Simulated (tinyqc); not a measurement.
A log to judge: microkinetic model of a Langmuir-Hinshelwood surface reaction A + (1/2) B2 = AB with Bronsted-Evans-Polanyi barriers. Computed by tinyqc. Command: `OMP_NUM_THREADS=1 python tinyqc.py 3008431 3008432 out.jsonl microkin walk`. One thread of a shared host (Intel(R) Xeon(R) Processor @ 2.30GHz), about 0.01 s of CPU time with the checks.

A adsorbs in equilibrium; B2 dissociates irreversibly on two free sites; adsorbed A and B react irreversibly and AB leaves at once. theta_A + theta_B + theta_* = 1.

Inputs (values chosen for the exercise, for a model catalyst):

| quantity | value | unit |
|---|---|---|
| adsorption energy of A, E_A | -0.759 | eV |
| adsorption energy per B atom, E_B | -0.764 | eV |
| entropy loss of A, S_A | 1.9 | meV/K |
| entropy loss of B2, S_B | 1.3 | meV/K |
| slope a1 of the dissociation barrier | 0.71 | - |
| intercept b1 | 1.4 | eV |
| slope a2 of the reaction barrier | 0.4 | - |
| intercept b2 | 0.37 | eV |
| pressure p_A | 0.79 | bar |
| pressure p_B | 0.77 | bar |
| temperature T | 725 | K |
| mixing | 0.98 | - |

Solver: damped fixed point.

Constants: k_B = 8.617333262e-05 eV/K; hbar = 6.582119569e-16 eV s.

Method:
- K_A = exp(-(E_A + T S_A)/(k_B T)) per bar; barriers E1 = max(b1 + a1 2 E_B, 0), E2 = b2 - a2 (E_A + E_B); k1 = (k_B T/h) exp(-S_B/k_B) exp(-E1/(k_B T)) per bar, k2 = (k_B T/h) exp(-E2/(k_B T)), h = 2 pi hbar.
- theta_A = K_A p_A theta_*; 2 k1 p_B theta_*^2 = k2 theta_A theta_B, so theta_B = w theta_* with w = 2 k1 p_B/(k2 K_A p_A); theta_* = 1/(1 + K_A p_A + w); rate r = k2 theta_A theta_B.
- Unknown y = theta_B, theta_* = (1 - y)/(1 + K_A p_A). Fixed point y(out) = w theta_*(y), y(new) = y + mixing (y(out) - y), kept within 0 and 1; start y = 0. Stop when the change is below 1e-10, after 80 steps at most.

Course of the iteration:

| step | y in | y new | change |
|---|---|---|---|
| 1 | 0.00 | 1.00 | 1.00 |
| 2 | 1.00 | 0.02 | 0.98 |
| 3 | 0.02 | 1.00 | 0.98 |
| 4 | 1.00 | 0.02 | 0.98 |
| 5 | 0.02 | 1.00 | 0.98 |
| 6 | 1.00 | 0.02 | 0.98 |
| 7 | 0.02 | 1.00 | 0.98 |
| 8 | 1.00 | 0.02 | 0.98 |
| 9 | 0.02 | 1.00 | 0.98 |
| ... | ... | ... | ... |
| 72 | 1.00 | 0.02 | 0.98 |
| 73 | 0.02 | 1.00 | 0.98 |
| 74 | 1.00 | 0.02 | 0.98 |
| 75 | 0.02 | 1.00 | 0.98 |
| 76 | 1.00 | 0.02 | 0.98 |
| 77 | 0.02 | 1.00 | 0.98 |
| 78 | 1.00 | 0.02 | 0.98 |
| 79 | 0.02 | 1.00 | 0.98 |
| 80 | 1.00 | 0.02 | 0.98 |

Can the last value be used, and what does the course show?

No. Not converged within 80 steps: the residual has stopped falling and repeats with period one or two: the iteration swings between two states. The map has slope 1 - mixing (1 + w/(1 + K_A p_A)) = -442, and convergence needs its size below 1. Reruns converge with solver = Newton. Reruns still fail with mixing = 0.5; and with mixing = 0.1.
